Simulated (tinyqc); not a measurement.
# Mobility and doping from two currents

Problem. A trap-free film with injecting contacts is fitted, with diffusion neglected, by J = q mu N V/Lf + (9/8) eps0 eps_r mu V^2/Lf^3. Find mu, N and the voltage at which both terms are equal.

Values chosen for this exercise: relative permittivity eps_r = 9.69; film thickness Lf = 750 nm.

Constants: q = 1.602176634e-19 C, eps0 = 8.8541878128e-14 F/cm where lengths are in cm. Results are converted to the units shown.

J at 2.3 and 18 V (A/cm^2): 133.47720  3048.9612

Solution. J/V is a straight line in V: the slope gives mu and the intercept mu N.

mu = 3.100 cm^2/(V s)
N = 6.300e15 cm^-3
crossover voltage = 5.882 V

Program tinyqc, `OMP_NUM_THREADS=1 python tinyqc.py 2730061 2730062 out.jsonl`; Intel Xeon 2.30GHz, shared host, one thread, about 0.09 s.
